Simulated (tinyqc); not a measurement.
Interstitial-substitutional diffusion of a fast metal impurity in a wafer (kick-out and dissociative mechanisms): one step, computed by the program tinyqc. Command: `OMP_NUM_THREADS=1 python tinyqc.py 3007055 3007056 out.jsonl kickout walk`. One thread of a shared host (Intel(R) Xeon(R) Processor @ 2.30GHz), about 0.2 s of CPU time with the checks.

The metal moves as an interstitial A_i and dissolves on lattice sites either by kicking out a self-interstitial (A_i = A_s + I) or by filling a vacancy (A_i + V = A_s). With A_i at its solubility, local equilibrium and c = C_s/C_s*, self-interstitials and vacancies obey C_I/C_I* = 1/c and C_V/C_V* = c.

Question. Diffusivity against concentration. In defect-free silicon dc/dt = d/dx [(D_K/c^2 + D_F) dc/dx], c = 1 at both faces. D_K = D_I C_I*/C_s* and D_F = D_V C_V*/C_s*. The two terms are equal at c* = sqrt(D_K/D_F). Take c = 1, 0.5, 0.2, 0.1, 0.03 and 0.01.

Inputs (values chosen for the exercise, loosely like those of gold in silicon): temperature T = 875 C.

D_K = 9.919143e-12 cm^2/s

D_F = 9.936972e-12 cm^2/s

Give: c*; Effective diffusivity (cm^2/s).

Answer.

c* = 0.9991

Effective diffusivity (cm^2/s):
```
c     kick-out term      total
1.00      9.919e-12  1.986e-11
0.50      3.968e-11  4.961e-11
0.20      2.480e-10  2.579e-10
0.10      9.919e-10  1.002e-09
0.03      1.102e-08  1.103e-08
0.01      9.919e-08  9.920e-08
```
